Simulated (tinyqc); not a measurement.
Gain spectrum: optical gain and spontaneous emission in a bulk direct-gap semiconductor.

Parabolic bands, vertical transitions, no excitons. For each hole band j: mr = me mj/(me + mj); joint density of states J_j(E) = (mr/c)^(3/2) sqrt(E - Eg)/(2 pi^2), both spins, c = hbar^2/2m0; averaged matrix element |e.p|^2 = m0 Ep/6; alpha_j(E) = 4 pi^2 alpha_f c Ep J_j/(3 nr E) in 1/angstrom (alpha_f the fine-structure constant, listed as alpha among the constants), times 1e8 for 1/cm.

F_j(eta) = (1/Gamma(j + 1)) integral_0^infinity x^j dx/(1 + exp(x - eta)), which tends to exp(eta) for eta << 0.

Quasi-Fermi levels: n = Nc F_1/2(Fc/kT) and p = Nv F_1/2(Fv/kT), Fc counted up from the conduction edge and Fv down from the valence edge; Nc, Nv from N = 2 (m kB T/(4 pi c))^(3/2) with c = hbar^2/2m0, in 1/angstrom^3; times 1e24 for 1/cm^3, with me and (mhh^(3/2) + mlh^(3/2))^(2/3).

For band j the electron sits at Ee = (E - Eg) mr/me above its edge and the hole at Eh = (E - Eg) mr/mj; fe = 1/(1 + exp((Ee - Fc)/kT)), fh = 1/(1 + exp((Eh - Fv)/kT)); gain g = sum_j alpha_j (fe + fh - 1).

Constants: hbar^2/2m0 = 3.80998211 eV angstrom^2; fine-structure constant alpha = 0.007297352564; kB = 8.617333262e-05 eV/K.

Values chosen for the exercise (near those of GaAs; not measured data): Eg = 1.417 eV (direct gap); me = 0.0674 m0 (electron mass); mhh = 0.483 m0 (heavy-hole mass); mlh = 0.0835 m0 (light-hole mass); Ep = 25.9 eV (Kane energy); nr = 3.56 (refractive index); T = 300 K; n = 3.5e+18 1/cm^3 (injected density, n = p).

At the density n.

Spectrum:

| E - Eg (eV) | alpha, empty (1/cm) | fe, heavy | fh, heavy | g (1/cm) |
|---|---|---|---|---|
| 0.005 | 1946 | 0.989 | 0.303 | 559 |
| 0.010 | 2743 | 0.987 | 0.298 | 758 |
| 0.020 | 3852 | 0.981 | 0.288 | 979 |
| 0.030 | 4685 | 0.974 | 0.278 | 1086 |
| 0.045 | 5680 | 0.957 | 0.264 | 1113 |
| 0.060 | 6492 | 0.931 | 0.251 | 1007 |
| 0.080 | 7396 | 0.873 | 0.233 | 644 |
| 0.100 | 8160 | 0.776 | 0.217 | -45 |
| 0.130 | 9123 | 0.556 | 0.194 | -1794 |
| 0.170 | 10170 | 0.244 | 0.166 | -4834 |
| 0.220 | 11215 | 0.056 | 0.135 | -7943 |

Fc + Fv = 0.0990 eV

g is positive below E - Eg = 0.0990 eV; the largest value listed is 1113 1/cm at 0.045 eV. At 0.220 eV above the gap g is -0.71 times the absorption of the empty crystal, whose limit is -1.

(tinyqc, `OMP_NUM_THREADS=1 python tinyqc.py 1680551 1680552 out.jsonl`, Intel(R) Xeon(R) Processor @ 2.30GHz, 1 thread, shared host, about 0.08 s.)
